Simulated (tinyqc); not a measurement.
Inside a calculation: standing waves and exposure in a photoresist film. Values are carried at full precision from step to step, so a last printed digit may differ when a step is redone from the rounded ones.

Normal incidence from air. Unexposed resist: N1 = n1 + i k1 with k1 = (A + B) lam/(4 pi), lam in micrometres. r01 = (1 - N1)/(1 + N1), t01 = 2/(1 + N1). Substrate Ns = ns + i ks: r12 = (N1 - Ns)/(N1 + Ns). With p = exp(2 pi i N1 d/lam), the field at depth z is E(z) = t01 [exp(2 pi i N1 z/lam) + r12 p^2 exp(-2 pi i N1 z/lam)]/(1 + r01 r12 p^2), the relative intensity I(z) = n1 |E(z)|^2 and the reflectance R = |(r01 + r12 p^2)/(1 + r01 r12 p^2)|^2.

Parameters, chosen for this exercise (a resist on W, indices near tabulated ones; not measured data): lam = 193 nm (vacuum wavelength); n1 = 1.696 (resist index); A = 0.03 1/micrometre (bleachable absorption (Dill A)); B = 0.32 1/micrometre (fixed absorption (Dill B)); d = 226 nm (resist thickness); ns = 1.277 (substrate n); ks = 2.992 (substrate k); C = 0.032 cm^2/mJ (exposure rate (Dill C)); D = 80 mJ/cm^2 (incident dose); Ld = 10 nm (diffusion length of the post-exposure bake).

## Interface coefficients

Form N1, r01, t01 and r12.

N1 = 1.69600+0.00538i
r01 = -0.2582-0.0015i
t01 = 0.7418-0.0015i
r12 = -0.4324-0.5687i
|r12|^2 = 0.5103

Next to the bottom the intensity swings by a factor ((1 + |r12|)/(1 - |r12|))^2 = 36 between antinode and node.

## Round trip and reflectance

Form p^2, the denominator and R; the period of the standing wave is lam/(2 n1).

p^2 = 0.9097-0.1618i
1 + r01 r12 p^2 = 1.1246+0.1162i
R = 0.5900
period = 56.90 nm

The film holds 3.97 periods.

## Intensity and exposure over the lowest period

Nine depths from d - period to d. Without bleaching during the exposure the share of unexposed compound is m = exp(-C D I).

Profile:
```
z (nm)      I      m
169.1   0.442  0.322
176.2   0.070  0.836
183.3   0.257  0.518
190.4   0.893  0.102
197.6   1.606  0.016
204.7   1.976  0.006
211.8   1.788  0.010
218.9   1.150  0.053
226.0   0.436  0.328
```

I runs from 0.070 to 1.976 on these points, so m runs from 0.006 to 0.836; the least exposed point listed lies 49.8 nm above the bottom.

## Smoothing by the bake

Gaussian diffusion of length Ld multiplies a cosine of period L by exp(-2 pi^2 Ld^2/L^2). Give that factor, and the Ld that leaves 10 %.

factor = 0.544
Ld for 10 % = 19.43 nm

## Checks

- R against the transfer-matrix product: both 0.59002.
- Absorption (A + B) d times the mean of I against 1 - R - T: both 0.0821.

(tinyqc, `OMP_NUM_THREADS=1 python tinyqc.py 1652020 1652021 out.jsonl`, Intel(R) Xeon(R) Processor @ 2.30GHz, 1 thread, shared host, about 0.01 s.)
